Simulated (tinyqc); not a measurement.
Inside a calculation: donor level screened by free carriers (Yukawa potential). Values are carried at full precision from step to step, so a last printed digit may differ when a step is redone from the rounded ones.

Screening wave number: Debye ks^2 = 4 pi q n/(eps kB T); Thomas-Fermi ks^2 = 6 pi q n/(eps EF) with EF = c (3 pi^2 n/gv)^(2/3)/m, c = hbar^2/2m0; the two are joined by 1/ks^2 = sqrt(1/ks_D^4 + 1/ks_TF^4). 1e18/cm^3 = 1e-6/angstrom^3, q = e^2/(4 pi eps0).

Constants: e^2/(4 pi eps0) = 14.39964547 eV angstrom; kB = 8.617333262e-05 eV/K; hbar^2/2m0 = 3.80998211 eV angstrom^2; Ry = 13.60569312 eV; a0 (Bohr radius) = 0.5291772105 angstrom.

Inputs chosen for the exercise (near those of a donor in GaN, with one mean mass; not measured data):
- m = 0.192 m0 (mass)
- eps = 9.5 (dielectric constant)
- gv = 1 (valleys)
- T = 300 K (temperature)
- n = 0.42 x 1e18/cm^3 (free-carrier density)

## Units and screening length

Give Ry* = Ry m/eps^2, a* = a0 eps/m, EF, the three values of ks, and x = ks a*.

Ry* = 28.945 meV
a* = 26.18 angstrom
EF = 10.65 meV

ks: Debye, Thomas-Fermi, joined (1/angstrom): 0.01759  0.03357  0.01727

x = 0.4523

EF/kB T = 0.41, so the Debye value, the smaller one, controls the screening.

## One-parameter trial function

Potential -(q/(eps r)) exp(-ks r), q = e^2/(4 pi eps0). In units Ry* = Ry m/eps^2 and a* = a0 eps/m the problem is [-Laplacian - 2 exp(-x r)/r] psi = E psi with x = ks a*.

For exp(-z r): E(z) = z^2 - 8 z^3/(2z + x)^2 in Ry*. Scan z = 0.5, 0.6, ..., 1.1, then minimise; first order gives -1 + 2x.

Scan (Ry*):
```
z    kinetic  potential        E
0.5   0.2500    -0.4741  -0.2241
0.6   0.3600    -0.6329  -0.2729
0.7   0.4900    -0.7998  -0.3098
0.8   0.6400    -0.9725  -0.3325
0.9   0.8100    -1.1497  -0.3397
1.0   1.0000    -1.3303  -0.3303
1.1   1.2100    -1.5136  -0.3036
```

best z = 0.894
E = -0.3397 Ry*
binding = 9.83 meV

First order in x would give -0.095 Ry*, a rigid shift by q ks/eps; it overstates the loss of binding by 0.244 Ry*.

## Converged levels

Converged values use 18 functions exp(-z r), z = 1.55^i, i = -11 to 6: S = 2/A^3, H = z_i z_j S - 2/(A + x)^2, A = z_i + z_j.

The 1s and 2s levels and the mean radius.

1s = -0.3420 Ry*
binding = 9.90 meV
<r> = 45.7 angstrom
second root = 0.0000 Ry*

The trial function misses by 0.0024 Ry*. Screening leaves 34 % of the bare binding, 0.38 kB T. 2s is no longer bound (it unbinds at x = 0.310).

## Checks

- 1s at x = 0.5 against the known -0.29623 Ry*: both -0.29623.
- 1s at x = 0 against -1: both -1.00000.

Computed by tinyqc, a small Python program: `OMP_NUM_THREADS=1 python tinyqc.py 1251016 1251017 out.jsonl` (the numbers bound the seed that draws the inputs); one thread of a shared host (Intel(R) Xeon(R) Processor @ 2.30GHz), about 0.01 s for the whole set of steps.
